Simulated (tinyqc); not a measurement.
Mobility of a non-polar semiconductor in the relaxation-time approximation: one step, computed by the program tinyqc. Command: `OMP_NUM_THREADS=1 python tinyqc.py 3029214 3029215 out.jsonl rta walk`. One thread of a shared host (Intel(R) Xeon(R) Processor @ 2.30GHz), about 0.01 s of CPU time with the checks.

Each valley is treated as a sphere of mass m_d for states and rates, with one isotropic relaxation time; the conductivity mass m_c sets the current.

Problem. Masses. m_d = (m_l m_t^2)^(1/3); 1/m_c = (1/m_l + 2/m_t)/3; Hall mass factor A = 3 K_m (K_m + 2)/(2 K_m + 1)^2, K_m = m_l/m_t; N_I = n (1 + C)/(1 - C).

Inputs (values chosen for the exercise, modelled on electrons in diamond): longitudinal mass m_l = 1.52 m_0; transverse mass m_t = 0.284 m_0; carrier density n = 1.3e+18 1/cm^3; compensation ratio C = 0.55.

Band: Kane. Impurity formula: Conwell-Weisskopf. Further scattering: none.

Give: density-of-states mass m_d; conductivity mass m_c; Hall mass factor A; ionised impurity density N_I.

Solution.

density-of-states mass m_d = 0.49678 m_0

conductivity mass m_c = 0.38960 m_0

Hall mass factor A = 0.86173

ionised impurity density N_I = 4.4778e+18 1/cm^3
